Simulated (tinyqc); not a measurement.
## Length offset and series resistance from crossing lines

Problem. R_total = Rs + k (L - dL)/Vo with constant Rs, dL and k. Find k, dL and Rs.

R_total at (L, Vo) = (60, 0.36), (180, 0.36), (60, 0.76) and (180, 0.76), L in nm and Vo in V (ohm um): [284.25000, 784.25000, 180.96053, 417.80263]

Answer. At each overdrive R is a straight line in L with slope k/Vo; the two lines cross at L = dL, R = Rs.

k = 1.50 ohm um V/nm
dL = 12.9 nm
Rs = 88.0 ohm um

Computed by the program tinyqc: `OMP_NUM_THREADS=1 python tinyqc.py 2282285 2282286 out.jsonl`, one thread of a shared Intel Xeon 2.30GHz, about 0.03 s for the whole run.
